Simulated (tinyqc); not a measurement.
FinFET, parasitic resistance, capacitance and delay: two steps of the calculation.

Nf fins under one contact; each has gated perimeter p = 2 Hf + Wf and cross-section A = Hf Wf; contact width Wc = Nf pf, stack height Hs = Hf. Contact length Lc = CPP - Lg - 2 Lsp, shared by two neighbouring gates. Source and drain sides are equal. The formulas are first-order estimates, not field solutions.

Values chosen for this exercise; values close to those of silicon logic devices: number of fins Nf = 2; fin height Hf = 35 nm; fin width Wf = 6 nm; fin pitch pf = 30 nm; gate length Lg = 16 nm; spacer length Lsp = 8 nm; relative permittivity of the spacer ks = 3.3; gate height above the channel stack Hc = 20 nm; gate overlap Lov = 2 nm; inversion capacitance Cinv = 3.4 uF/cm^2; wire load Cw = 0.21 fF; supply voltage Vdd = 0.75 V.

Constants: eps0 = 8.8541878128e-12 F/m. Results are converted to the units shown.

Problem 1. Capacitances. With N fins: gate Cg = Cinv p N Lg; per side, plate Cp = ks eps0 [Wc (Hs + Hc) - N A]/Lsp, top fringe Cf = (2/pi) ks eps0 Wc ln(1 + Lg/(2 Lsp)), overlap Co = Cinv p N Lov. Cs = Cp + Cf + Co. An inverter of two such devices driving an equal one has the load CL = 2 (Cg + 2 Cs) + 4 Cs + Cw (its own drains counted twice for the Miller effect).

Wanted: Cg; Cp; Cf; Co; CL.

Solution 1.

Cg = 82.688 aF
Cp = 10.519 aF
Cf = 0.77361 aF
Co = 10.336 aF
CL = 548.40 aF

The channel capacitance gives 30.2 % of CL, the parasitic parts 31.6 % and the wire 38.3 %.

Problem 2. Effective current, delay and energy. Ieff = (IH + IL)/2, delay CL Vdd/(2 Ieff), energy CL Vdd^2, with CL the load of an inverter that drives an equal one.

IH = I(Vdd, Vdd/2) = 301.98319 uA
IL = I(Vdd/2, Vdd), solved likewise = 112.99601 uA
CL = 548.40304 aF

Give: Ieff; delay; energy.

Solution 2.

Ieff = 207.49 uA
delay = 0.99114 ps
energy = 308.48 aJ

Program tinyqc, `OMP_NUM_THREADS=1 python tinyqc.py 2170082 2170083 out.jsonl`; Intel Xeon 2.30GHz, shared host, one thread, about 0.02 s.
